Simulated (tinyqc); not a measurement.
Which single mass stands for the valley: donor in an ellipsoidal valley (Kohn-Luttinger variational method). Computed by tinyqc, a small Python program. Command: `OMP_NUM_THREADS=1 python tinyqc.py 3011136 3011137 out.jsonl kohnlutt walk`. One thread of a shared host (Intel(R) Xeon(R) Processor @ 2.30GHz), about 0.03 s of CPU time with the checks.

H = -(d^2/dx^2 + d^2/dy^2) - gamma d^2/dz^2 - 2/r in units built on m_t, with gamma = m_t/m_l and z along the valley axis. One valley; no valley-orbit or central-cell term.

Inputs (values chosen for the exercise, modelled on 3C-SiC): transverse mass m_t = 0.251 m_0; longitudinal mass m_l = 0.678 m_0; dielectric constant eps = 9.68.

Constants: Ry = 13.605693123 eV; a_0 = 0.529177210903 angstrom.

Method:
- Ry* = Ry m_t/eps^2, a* = a_0 eps/m_t, gamma = m_t/m_l.
- Trial function exp(-sqrt((x^2 + y^2)/a^2 + z^2/b^2)) with beta = b/a < 1: E = t/a^2 - u/a, t = (2 + gamma/beta^2)/3, u = 2 arcsin(sqrt(1 - beta^2))/sqrt(1 - beta^2); the best a is 2 t/u and E(beta) = -u^2/(4 t).
- Golden-section search on beta from 0.05 to 0.999, 60 steps.
- Gaussian basis: g = P exp(-al (x^2 + y^2) - be z^2) with P = 1 (s-like), z (2p0) or x (2p+-); al = 0.004 x 2.6^k, k = 0..11, and be/al = 1, gamma^(-1/2) or 1/gamma (36 functions); 1/r = (2/sqrt(pi)) int exp(-t^2 r^2) dt by 48 Gauss-Legendre points after t = sqrt(al_i + al_j) tan(theta); overlap eigenvalues below 1e-10 are dropped.
- A hydrogenic level is Ry m/eps^2 for one mass m; errors are against the Gaussian basis.

gamma = 0.370206

1s binding energy, Gaussian basis = 49.2467 meV

1s binding energy, trial function = 49.2228 meV

1s binding energy:
```
rule,mass (m_0),binding (meV),error (%)
transverse mass,0.25100,36.445,-25.994
conductivity mass 3/(2/m_t + 1/m_l),0.31769,46.130,-6.330
density-of-states mass (m_t^2 m_l)^(1/3),0.34956,50.757,3.067
longitudinal mass,0.67800,98.446,99.904
trial function with a and b,-,49.223,-0.049
mass that fits 1s,0.33916,49.247,0.000
```

What does the comparison show, and why?

The conductivity mass, which is what a spherical trial function (a = b) gives, falls short by 6.3 %, as a restricted variational bound must; the density-of-states mass is off by +3.1 %. The mass that fits lies between the two.

Extremes, crossings and ranges named in words are read from the listed rows.
